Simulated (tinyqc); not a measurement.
Millisecond and nanosecond annealing: surface heating, thermal budget and solid-phase regrowth: one step, computed by the program tinyqc. Command: `OMP_NUM_THREADS=1 python tinyqc.py 3005972 3005973 out.jsonl flash walk`. One thread of a shared host (Intel(R) Xeon(R) Processor @ 2.30GHz), about 0.02 s of CPU time with the checks.

A square pulse heats the surface of a thick wafer with constant thermal properties; losses by radiation are neglected and silicon melts at 1414 C.

Task: Thermal budget. Absorbed flux q = (1 - R) fluence/t_p; kappa = k/c. With f(z, t) = (2 q/k) sqrt(kappa t) ierfc(z/(2 sqrt(kappa t))), ierfc(x) = exp(-x^2)/sqrt(pi) - x erfc(x): T = T0 + f(z, t) during the pulse and T0 + f(z, t) - f(z, t - t_p) after it. Temperatures in kelvin are T(C) + 273.15. Integrate exp(-E/(k_B T(t))) at the surface from 0 to 10 t_p (Gauss-Legendre, 60 points in sqrt(t) up to t_p and 60 in sqrt(t - t_p) after it). (Dt) = D0 x integral with E; regrowth = v0 x integral with E_v; effective time = integral/exp(-E/(k_B T_peak)).

Inputs (values chosen for the exercise, modelled on hot silicon with boron): incident fluence = 83.4 J/cm^2; pulse length t_p = 0.02 s; reflectance R = 0.57; thermal conductivity k = 0.28 W/(cm K); heat capacity per volume c = 2.22 J/(cm^3 K); preheat temperature T0 = 700 C; wafer thickness d = 775 um; dopant prefactor D0 = 0.878 cm^2/s; dopant activation energy E = 3.47 eV; regrowth prefactor v0 = 4.1e+08 cm/s; regrowth energy E_v = 2.73 eV; amorphous layer = 5.2 nm.

Source: flash lamp.

peak temperature = 1062.927 C

Constants: k_B = 8.617333262e-05 eV/K.

Give: budget (Dt); diffusion length 2 sqrt(Dt); effective time over t_p; possible regrowth.

Result:

budget (Dt) = 3.5425e-16 cm^2

diffusion length 2 sqrt(Dt) = 0.37643 nm

effective time over t_p = 0.24767

possible regrowth = 1376.6 nm

Caution: heat reaches the back of the wafer, which is no longer thick. Caution: equilibrium diffusivities are used; implant damage enhances diffusion, and k and c vary with temperature. Caution: at this preheat temperature the layer would already regrow within five seconds or less before the pulse.
